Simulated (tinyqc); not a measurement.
Fitting sp3s* parameters to three gaps by Newton steps: one step. The first Newton step. The numbers come from values chosen for the exercise (near a published set for GaP, fitted to gaps, whose masses and valley positions are rough).

J:
```
,Esc,Vsapc,Exc
Gamma,0.684400,0.000000,0.000000
X,0.000000,0.470300,0.000000
L,0.374751,0.340289,0.052949
```

target less gap (eV): Gamma -0.189885, X -0.137879, L -0.209225

Question. Solve J dp = target less gap; the columns of J are Esc, Vsapc and Exc.

Give: dp.

Answer.

dp (eV): Esc -0.277, Vsapc -0.293, Exc -0.104

(tinyqc, `OMP_NUM_THREADS=1 python tinyqc.py 1481341 1481342 out.jsonl`, Intel(R) Xeon(R) Processor @ 2.30GHz, 1 thread, shared host, about 0.1 s.)
